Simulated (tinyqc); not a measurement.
Threshold-voltage variability of a planar MOSFET, analytic estimates: course of the iteration: margin in standard deviations for the wanted yield.

Three independent sources add in quadrature: random dopants in the depleted layer, metal-gate grains of two orientations, and roughness of the two gate edges acting through the roll-off VT = VT(long) - Vr exp(-L/l). These are first-order estimates: no three-dimensional electrostatics, no percolation.

Cells fail independently with probability Q(k) = erfc(k/sqrt(2))/2 when the margin is k standard deviations, and Y = exp(-Nb Q(k)). phi = exp(-k^2/2)/sqrt(2 pi). Newton steps on ln Q(k) = ln(-ln(Y)/Nb): k(new) = k + [ln Q - ln(-ln(Y)/Nb)] Q/phi.

Stop when k changes by less than 1e-9, or after 30 iterations.

Values chosen for this exercise:
```
symbol,value,unit,meaning
Nb,65536,,number of cells
Y,0.999,,wanted yield
```

k at the start = 4

Course of the iteration:
```
iteration        k  |change|
1          5.80743      1.81
2          5.54426     0.263
3          5.53836   5.90e-3
4          5.53835   2.97e-6
5          5.53835  7.50e-13
```

Did this iteration meet its convergence test, and what does its course show?

Yes. Converged in 5 iterations. At the end the number of correct digits about doubles with each step. With s(dVT) = 14.2 mV, 5.54 standard deviations are 78.6 mV.

Range of the model: The depletion depth exceeds L, so source and drain share much of the charge and the dopant estimate is rough.

Program tinyqc, `OMP_NUM_THREADS=1 python tinyqc.py 2090113 2090114 out.jsonl`; Intel Xeon 2.30GHz, shared host, one thread, about 0.01 s.
